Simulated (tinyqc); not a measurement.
Thin-film optics by transfer matrices: one step. Layer matrices and their product. The numbers come from values chosen for the exercise (indices near those of resist, ARC on polySi).

Indices N = n + i k. Snell: N0 sin(theta) = N_j sin(theta_j), with Im(N_j cos theta_j) >= 0. Admittance y_j = N_j cos theta_j for s and N_j/cos theta_j for p. Phase delta_j = 2 pi N_j cos theta_j d_j/lambda. Layer matrix [[cos delta, -i sin delta/y], [-i y sin delta, cos delta]], multiplied from the top down to M. (B, C) = M (1, y_sub); r = (y0 B - C)/(y0 B + C), R = |r|^2, T = 4 Re y0 Re y_sub/|y0 B + C|^2, absorbed in the films 1 - R - T.

y_j: ambient 0.422618, film 1 1.536656+0.013932i, film 2 1.533187+0.481200i, substrate 1.641428+2.798059i

delta_j (rad): film 1 33.948562+0.307783i, film 2 2.252948+0.707102i

Question. Form each matrix and multiply from the top down.

Give: matrix of film 1; matrix of film 2; M.

Answer.

matrix of film 1:
```
                 1                2
1  -0.8594-0.1788i  -0.1704-0.3885i
2  -0.3857-0.9245i  -0.8594-0.1788i
```

matrix of film 2:
```
                 1                2
1  -0.7948-0.5958i  -0.4697-0.4908i
2  -0.2710-1.7331i  -0.7948-0.5958i
```

M:
```
                 1               2
1  -0.0506+1.0548i  0.2198+0.9161i
2  -0.3212+2.5025i  0.3039+1.2777i
```

Each matrix has determinant 1, and so has M.

(tinyqc, `OMP_NUM_THREADS=1 python tinyqc.py 1651555 1651556 out.jsonl`, Intel(R) Xeon(R) Processor @ 2.30GHz, 1 thread, shared host, about 0.01 s.)
